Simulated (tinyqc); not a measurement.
Off-state leakage of single and stacked transistors: one step of the calculation.

n-channel devices of unit width. Subthreshold current I(Vg, Vs, Vd) = I0 (T/300 K)^0.5 exp[(Vg - Vs - VT(T) - gb (Vs - Vb) + dd (Vd - Vs))/(nf Vt)] (1 - exp(-(Vd - Vs)/Vt)), VT(T) = VT - cT (T - 300 K). Gate-edge tunnelling Ig (Vd/1 V) exp(ag (Vd - 1 V)), for a gate at 0 V, and band-to-band leakage Ab u exp(-Bb/u), u = Vd - Vb + 1 V, flow at a drain held at V; both are taken as independent of T. In a stack of off transistors (all gates at 0 V) the same subthreshold current passes through each.

Task. New Vx. Stack of two, Vx the node between them: I_low = I(0, 0, Vx), I_up = I(0, Vx, V), f = ln(I_up/I_low), f' = -(1 + gb + 2 dd)/(nf Vt) - 1/(Vt (exp(Vx/Vt) - 1)) - 1/(Vt (exp((V - Vx)/Vt) - 1)), Vx(new) = Vx - f/f'.

Parameters, values chosen for the exercise; values of the order met in bulk silicon logic transistors: temperature T = 378 K; supply voltage V = 0.7 V; threshold at 300 K, zero drain and body bias VT = 0.36 V; fall of the threshold with temperature cT = 0.5 mV/K; current at threshold at 300 K I0 = 0.64 uA/um; slope factor nf = 1.29; drain-induced lowering per volt dd = 0.08; rise of the threshold per volt of source-body bias gb = 0.13; body voltage Vb = -0.6 V.

Constants: q = 1.602176634e-19 C, kB = 1.380649e-23 J/K, Vt = kB T/q. Results are converted to the units shown.

Vx at the start = 0.043 V

Give: I_low; I_up; f; f'; Vx after iteration 1.

Result.

I_low = 0.04296 nA/um
I_up = 0.05937 nA/um
f = 0.3234
f' = -41.89 1/V
Vx after iteration 1 = 0.05072 V

Numbers from tinyqc (`OMP_NUM_THREADS=1 python tinyqc.py 2242137 2242138 out.jsonl`; about 0.03 s on one thread of a shared Intel Xeon 2.30GHz).
